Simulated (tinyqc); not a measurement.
When the interface binds a state: heterojunction of two tight-binding chains.

Left chain: hopping -t1, sites at 2 t1 (band bottom 0). Right chain: hopping -t2, sites at dE + 2 t2 (bottom dE). t = c/(m a^2), c = hbar^2/2m0. The bond across the interface is -tc with tc = f sqrt(t1 t2), and the last left site has the extra energy U. In a chain E = bottom + 2t (1 - cos(ka)); the surface Green function of a half chain is g = -exp(ika)/t, with Im k > 0 where cos(ka) > 1.

Constants: hbar^2/2m0 = 3.80998211 eV angstrom^2.

Inputs chosen for the exercise (masses and offset of the size met at InGaAs / InAlAs; the results hold for these values, not for the real material): a = 5.65 angstrom (site spacing); m1 = 0.044 m0 (mass on the left); m2 = 0.072 m0 (mass on the right); dE = 0.62 eV (band offset); f = 1 (factor on the interface hopping).

A state below both bands solves E - 2 t1 - U - S1(E) - S2(E) = 0 for E < 0, with S1 = -t1 z1, S2 = -(tc^2/t2) z2 and |z| < 1 the decaying root of z + 1/z = 2 - (E - bottom)/t. Decay lengths -a/ln|z|. The threshold is the U that solves the equation at E = 0. A dash: no bound state.

Interface state:

| U (eV) | E (eV) | decay left (angstrom) | decay right (angstrom) |
|---|---|---|---|
| -0.37 | - | - | - |
| -0.74 | - | - | - |
| -1.10 | - | - | - |
| -1.35 | -0.0050 | 131.5 | 9.3 |
| -1.60 | -0.0391 | 47.1 | 9.1 |
| -1.96 | -0.1260 | 26.3 | 8.6 |
| -2.45 | -0.2929 | 17.3 | 7.8 |
| -3.68 | -0.8820 | 10.0 | 6.1 |

threshold U = -1.2275 eV

The step pushes the state out, so an attraction must exceed 1.2275 eV to bind; 5 of the 8 rows are bound. At U = -3.68 eV the state decays over 10.0 angstrom to the left and 6.1 to the right, where the band lies higher.

Program tinyqc; command `OMP_NUM_THREADS=1 python tinyqc.py 1482773 1482774 out.jsonl`; about 0.01 s on one thread of a shared Intel(R) Xeon(R) Processor @ 2.30GHz.
